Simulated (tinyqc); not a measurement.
# Worked calculation: thin-body transistor below threshold, two-dimensional Poisson equation on a small mesh

tinyqc, about 0.1 s, one thread, Intel Xeon 2.30GHz (shared host): `OMP_NUM_THREADS=1 python tinyqc.py 2480016 2480017 out.jsonl` Printed values are rounded.

A thin body on a thick buried insulator of low permittivity, taken as carrying no normal field at the bottom of the body (row 0). Mobile charge is neglected (subthreshold), the body is fully depleted, and potentials are counted from the intrinsic level; rows run upward to the gate, columns from source to drain.

Parameters, values chosen for the exercise; semiconductor permittivity close to that of silicon:
- T = 300 K (temperature)
- eps_r = 11.7 (relative permittivity of the semiconductor)
- eox = 7.5 (relative permittivity of the insulator)
- tb = 4 nm (body thickness)
- tox = 3.2 nm (insulator thickness)
- L = 42 nm (channel length)
- Na = 0 cm^-3 (acceptor density of the depleted body)
- Vbi = 0.53 V (potential of the source)
- Vfb = 0.01 V (gate offset)
- Vg = 0.1 V (gate voltage)
- Vd = 0.05 V (drain voltage)

Constants: q = 1.602176634e-19 C, kB = 1.380649e-23 J/K, Vt = kB T/q, eps0 = 8.8541878128e-14 F/cm where lengths are in cm. Results are converted to the units shown.

## Coefficients of the five-point equations

Mesh: rows i = 0..2 in the semiconductor (step hs = tb/2, row 2 on the interface), then 2 step(s) ho = tox/2 up to the gate row 4; columns j = 0..6 (step hy = L/6). Box integration, divided by eps0: up_i = eps hy/h of the interval above row i, dn_i = that of the interval below (0 for row 0), lat_i = (sum of eps h/2 over the intervals above and below)/hy, s_i = -q Na w_i hy/eps0 with w_i the semiconductor height of the box (hs/2 for row 0 and the interface row, hs between, 0 in the insulator). Each free node obeys (up + dn + 2 lat) psi = up psi(above) + dn psi(below) + lat [psi(left) + psi(right)] + s.

```
row	up	dn	lat	s (V)
0	40.95	0	1.67143	0
1	40.95	40.95	3.34286	0
2	32.8125	40.95	2.52857	0
3	32.8125	32.8125	1.71429	0
```

## Iteration 1: over-relaxation sweep (omega = 1.2)

psi at the start (fixed values on the edges, free nodes at the gate value) (V):
```
	j=0	j=1	j=2	j=3	j=4	j=5	j=6
row 0	0.530000	0.090000	0.090000	0.090000	0.090000	0.090000	0.580000
row 1	0.530000	0.090000	0.090000	0.090000	0.090000	0.090000	0.580000
row 2	0.530000	0.090000	0.090000	0.090000	0.090000	0.090000	0.580000
row 3	0.310000	0.090000	0.090000	0.090000	0.090000	0.090000	0.335000
row 4	0.090000	0.090000	0.090000	0.090000	0.090000	0.090000	0.090000
```

Free nodes: rows 0..3, columns 1..5, taken row by row from row 0, left to right. t = (up psi(above) + dn psi(below) + lat [psi(left) + psi(right)] + s)/(up + dn + 2 lat), with the newest neighbours; psi(new) = psi + 1.2 (t - psi).

psi after iteration 1 (V):
```
	j=0	j=1	j=2	j=3	j=4	j=5	j=6
row 0	0.530000	0.109925	0.090902	0.090041	0.090002	0.112189	0.580000
row 1	0.530000	0.120977	0.091903	0.090109	0.090006	0.124497	0.580000
row 2	0.530000	0.126251	0.092582	0.090167	0.090010	0.130371	0.580000
row 3	0.310000	0.117225	0.092283	0.090163	0.090011	0.120319	0.335000
row 4	0.090000	0.090000	0.090000	0.090000	0.090000	0.090000	0.090000
```

## Iteration 2: over-relaxation sweep (omega = 1.2)

As before.

psi after iteration 2 (V):
```
	j=0	j=1	j=2	j=3	j=4	j=5	j=6
row 0	0.530000	0.140347	0.094213	0.090303	0.091025	0.146070	0.580000
row 1	0.530000	0.151853	0.096194	0.090520	0.092159	0.158884	0.580000
row 2	0.530000	0.151950	0.096877	0.090638	0.092928	0.158994	0.580000
row 3	0.310000	0.126502	0.094557	0.090467	0.092584	0.130653	0.335000
row 4	0.090000	0.090000	0.090000	0.090000	0.090000	0.090000	0.090000
```

## Course of the iteration: over-relaxation sweep (omega = 1.2)

Stop when the largest change of psi is below 1e-7 V, or after 400 iterations. Fixed values: gate row Vg - Vfb; column 0 at Vbi and the last column at Vbi + Vd in the semiconductor, each running linearly to Vg - Vfb across the insulator.

Course of the iteration:
```
iteration	psi at row 0, j = 3 (V)	largest |change| of one entry (V)
1	0.0900409	0.0404
2	0.0903034	0.0344
3	0.0909977	0.0315
4	0.0923230	0.0236
5	0.0942725	0.0145
6	0.0967005	9.76e-3
7	0.0992925	6.65e-3
8	0.101828	4.60e-3
9	0.104168	3.51e-3
...	...	...
47	0.116013	5.49e-7
48	0.116013	4.36e-7
49	0.116013	3.46e-7
50	0.116014	2.74e-7
51	0.116014	2.17e-7
52	0.116014	1.72e-7
53	0.116014	1.37e-7
54	0.116014	1.08e-7
55	0.116014	8.60e-8
```

Converged in 55 iterations. At the end each change is about 0.79 times the one before: linear convergence.

## Barrier, swing and barrier lowering

converged psi (V):
```
	j=0	j=1	j=2	j=3	j=4	j=5	j=6
row 0	0.530000	0.233128	0.136089	0.116015	0.140470	0.249163	0.580000
row 1	0.530000	0.224972	0.132948	0.114197	0.137032	0.240095	0.580000
row 2	0.530000	0.199427	0.123825	0.108985	0.127044	0.211694	0.580000
row 3	0.310000	0.147900	0.107757	0.099945	0.109448	0.154391	0.335000
row 4	0.090000	0.090000	0.090000	0.090000	0.090000	0.090000	0.090000
```

d psi/dVg on row 0: j=0 0.000000, j=1 0.674956, j=2 0.896173, j=3 0.944055, j=4 0.896173, j=5 0.674956, j=6 0.000000
d psi/dVd on row 0: j=0 0.00000, j=1 0.00218, j=2 0.00811, j=3 0.02797, j=4 0.09572, j=5 0.32287, j=6 1.00000

The barrier is read along row 0, the path farthest from the gate. Take the node j of lowest psi: barrier Vbi - psi_j; swing Vt ln 10/(d psi_j/dVg); DIBL = (d psi_j/dVd)/(d psi_j/dVg). The derivatives solve the same equations with s = 0 and a unit change of that voltage.

j = 3
barrier = 0.413985 V
swing = 63.0540 mV/decade
DIBL = 29.6304 mV/V

A mesh of 12, 8 and 80 steps (semiconductor, insulator, channel) gives a barrier of 0.420 V, a swing of 62.2 mV a decade and a DIBL of 21.5 mV/V; the small mesh puts the barrier 1.4 % below that.
